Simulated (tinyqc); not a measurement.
Worked calculation: plane-wave Kohn-Sham cycle with exchange-only LDA in a layered model solid. One step of it, computed by the program tinyqc.

Task: Iteration 1: levels at that k. Diagonalise the Hermitian matrix.

H (hartree):
```
           -2         -1         +0         +1         +2
-2   0.719111  -0.280000  -0.110000   0.000000   0.000000
-1  -0.280000  -0.045579  -0.280000  -0.110000   0.000000
+0  -0.110000  -0.280000  -0.300476  -0.280000  -0.110000
+1   0.000000  -0.110000  -0.280000  -0.045579  -0.280000
+2   0.000000   0.000000  -0.110000  -0.280000   0.719111
```

Give: eigenvalues.

Result:

eigenvalues (hartree): -0.6944  -0.0390  0.1549  0.8026  0.8225
